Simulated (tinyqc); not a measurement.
Precursor delivery by bubblers, mass-transport growth and the solid composition of a III-V alloy: one step, computed by the program tinyqc. Command: `OMP_NUM_THREADS=1 python tinyqc.py 3021364 3021365 out.jsonl movpe_thermo walk`. One thread of a shared host (Intel(R) Xeon(R) Processor @ 2.30GHz), about 0.01 s of CPU time with the checks.

1 sccm = 44.615 micromol/min; 1 torr = 133.322 Pa. The sources decompose fully at the surface.

Problem. Mass transport. Mean velocity u = (F_t/A)(760/p)(T/273); D = D0 (T/273)^1.75 (760/p); boundary layer delta = sqrt(pi D z/u); flux = D dp/(delta k_B T); growth rate = flux x a^3/4.

Inputs (values chosen for the exercise, modelled on trimethylgallium (source 1) and trimethylindium (source 2) for the vapour pressures): total flow F_t = 13 slm; reactor pressure p = 200 torr; growth temperature T = 1040 K; diffusivity at 273 K and 760 torr = 0.43 cm^2/s; flow cross-section A = 19 cm^2; distance from the leading edge z = 12 cm; lattice constant a = 5.85 angstrom.

Constants: k_B = 1.380649e-23 J/K.

Give: velocity u; D; boundary layer delta; growth rate per torr of group III.

Solution.

velocity u = 165.1 cm/s

D = 16.97 cm^2/s

boundary layer delta = 1.969 cm

growth rate per torr of group III = 144.2 micrometre/(h torr)

Caution: the boundary layer is a quarter or more of the root of the cross-section, so it fills much of the channel and depletion along the flow matters.
